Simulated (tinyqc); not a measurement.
# Worked calculation: band offsets of oxides on a semiconductor by the charge-neutrality-level model

tinyqc, about 0.01 s, one thread, Intel Xeon 2.30GHz (shared host): `OMP_NUM_THREADS=1 python tinyqc.py 2410151 2410152 out.jsonl` Printed values are rounded.

Each material has a charge-neutrality level at the depth Phi = chi + Eg - CNL below vacuum. For oxide B on semiconductor A, dEc = (chiA - PhiA) - (chiB - PhiB) + S (PhiA - PhiB), dEv = EgB - EgA - dEc, with the pinning factor S = 1/(1 + 0.1 (eps_inf - 1)^2) of the oxide. S = 1 is the affinity rule, S = 0 aligns the two levels.

Parameters, values chosen for the exercise; substrate values close to those of gallium arsenide: gap of the semiconductor EgA = 1.45 eV; its electron affinity chiA = 4.05 eV; its charge-neutrality level above the valence edge cA = 0.54 eV.

Range of the model: The model ignores the chemistry of the actual interface, which can move offsets by several tenths of an eV.

## One oxide

oxide values (close to hafnium oxide): Eg (eV) 6.13, chi (eV) 2.42, CNL (eV) 3.61, eps_inf 4.08

Depths of both levels, S and the two offsets.

PhiA = 4.96 eV
PhiB = 4.94 eV
S = 0.5131784
dEc = 1.620264 eV
dEv = 3.059736 eV

The limits are dEc = 1.63 eV (S = 1) and 1.61 eV (S = 0).

## Oxides compared

Oxides (values chosen for the exercise, close to those of the materials named):
```
                 Eg (eV)  chi (eV)  CNL above Ev (eV)  eps_inf
silicon dioxide     8.93       0.9               4.42     2.22
silicon nitride     5.36      2.07               2.67        4
aluminium oxide     8.68      1.01               5.45     3.45
hafnium oxide       6.13      2.42               3.61     4.08
zirconium oxide     5.65      2.43               3.52     4.87
titanium oxide      3.17      3.87               2.17     7.73
tantalum oxide      4.41      3.28               3.27     4.82
```

The same for each oxide, with both limits.

Offsets:
```
                      S  dEc (eV)  dEv (eV)  dEc, S = 1 (eV)  dEc, S = 0 (eV)
silicon dioxide  0.8704     3.208     4.272            3.150            3.600
silicon nitride  0.5263     1.885     2.025            1.980            1.780
aluminium oxide  0.6249     2.770     4.460            3.040            2.320
hafnium oxide    0.5132     1.620     3.060            1.630            1.610
zirconium oxide  0.4004     1.380     2.820            1.620            1.220
titanium oxide   0.1809    0.1063     1.614           0.1800          0.09000
tantalum oxide   0.4066    0.4496     2.510           0.7700           0.2300
```

Both offsets exceed 1 eV for: silicon dioxide, silicon nitride, aluminium oxide, hafnium oxide, zirconium oxide. dEc falls short for: titanium oxide, tantalum oxide. The choice of S matters most for aluminium oxide, where the limits differ by 0.720 eV.
